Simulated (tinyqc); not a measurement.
Inside a calculation. Model: bandgap voltage reference from two bipolar transistors.

tinyqc, about 0.02 s, one thread, Intel Xeon 2.30GHz (shared host): `OMP_NUM_THREADS=1 python tinyqc.py 2062021 2062022 out.jsonl` Printed values are rounded.

Two transistors of area 1 and N carry the same current I. Is(T) = Is (T/T0)^eta exp[(Vg0 q/kB)(1/T0 - 1/T)], VBE1 = Vt ln(I/Is(T)) + I rb, VBE2 = Vt ln(I/(N Is(T))) + I rb/N. The amplifier forces I R1(T) = VBE1 - VBE2 + Vos, with R(T) = R (1 + tc (T - T0)) for both resistors, and the output is Vref = VBE1 + I R2(T). Base currents and the Early effect are neglected.

Parameters, values chosen for the exercise; values of the order met in silicon bipolar transistors:

| symbol | value | unit | meaning |
|---|---|---|---|
| T0 | 300 | K | reference temperature |
| Vg0 | 1.19 | V | band-gap voltage extrapolated to 0 K |
| eta | 3.1 |  | temperature exponent of the saturation current |
| Is | 1.5e-16 | A | saturation current of the unit transistor at T0 |
| N | 10 |  | area ratio of the second transistor |
| R1 | 2.1 | kohm | resistor across which the difference of VBE falls, at T0 |
| tc | 0 | ppm/K | temperature coefficient of both resistors |
| Vos | 0.8 | mV | offset of the amplifier |
| rb | 0 | ohm | series resistance of the unit transistor |
| R2 | 21.43 | kohm | output resistor at T0 |
| T | 333 | K | temperature |

Constants: q = 1.602176634e-19 C, kB = 1.380649e-23 J/K. Results are converted to the units shown.

## Operating point at the reference temperature

Vt = kB T/q; I = (Vt ln N + Vos)/(R1(T) - rb (1 - 1/N)). Evaluate at T = T0.

Vt = 0.0258520 V
I = 28.7269 uA
Is(T) = 1.5e-16 A
VBE1 = 0.671589 V
I R2 = 0.615617 V
Vref = 1.28721 V

## Operating point at another temperature

Vt = kB T/q; I = (Vt ln N + Vos)/(R1(T) - rb (1 - 1/N)).

Vt = 0.0286957 V
I = 31.8449 uA
Is(T) = 1.98470e-14 A
VBE1 = 0.608237 V
I R2 = 0.682437 V
Vref = 1.29067 V

From T0 to T, VBE1 changes by -63.4 mV and I R2 by 66.8 mV, which leaves 3.47 mV in Vref.

## Resistor for zero slope at T0, ideal case

With tc = 0, Vos = 0 and rb = 0 the current is proportional to T, dVBE/dT = (VBE - Vg0 - (eta - 1) Vt)/T, and Vref has zero slope at T0 when Vref = Vg0 + (eta - 1) Vt0. Find VBE1, its slope, that Vref, R2/R1 and the curvature d2Vref/dT2 = -(eta - 1) kB/(q T0).

VBE1 = 0.671244 V
dVBE/dT = -1.91015 mV/K
Vref = 1.24429 V
R2/R1 = 9.62674
curvature = -0.603213 uV/K^2
